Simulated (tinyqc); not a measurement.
Weak link from the transmission.

Inverse problem. An infinite chain has hopping -t with t = 1 eV and site energy 0; E = -2 t cos(k) with E = 0.39 eV. One bond has the hopping -y t with 0 < y < 1, so T(E) = 4 y^2 sin^2 k/[(1 - y^2)^2 + 4 y^2 sin^2 k]. Find y and the hopping y t.

T(E) = 0.86026390

Solution. With b = |sin k| sqrt(1/T(E) - 1), (1 - y^2)/(2 y) = b, whose root below 1 is sqrt(b^2 + 1) - b.

y = 0.6800
y t = 0.6800 eV

Program tinyqc, `OMP_NUM_THREADS=1 python tinyqc.py 2660110 2660111 out.jsonl`; Intel Xeon 2.30GHz, shared host, one thread, about 0.02 s.
